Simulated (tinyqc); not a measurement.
Thermodynamics of metal silicides: hull, first phase, silicon consumed, nucleation and stability against SiO2: one step, computed by the program tinyqc. Command: `OMP_NUM_THREADS=1 python tinyqc.py 3016516 3016517 out.jsonl silphase walk`. One thread of a shared host (Intel(R) Xeon(R) Processor @ 2.30GHz), about 0.01 s of CPU time with the checks.

Entropies of formation of the solids are neglected, so heats stand for free energies. Si fractions: M2Si 0.3333, MSi 0.5000, MSi2 0.6667.

Task: Which phases are stable. A phase is stable if it lies below every straight line between a phase on its left and one on its right (M and Si at zero). Distance = its heat less the lowest such line, negative for a stable phase.

Inputs (values chosen for the exercise, of the order of those of cobalt silicides for heats and volumes only): heat of formation of M2Si = -37.5 kJ/mol atoms; heat of formation of MSi = -46.8 kJ/mol atoms; heat of formation of MSi2 = -31.9 kJ/mol atoms.

Phases: M2Si, MSi, MSi2.

Give: distance to the lowest tie line.

Result:

distance to the lowest tie line (kJ/mol atoms): M2Si -6.3, MSi -12.1, MSi2 -0.7

All three are stable.
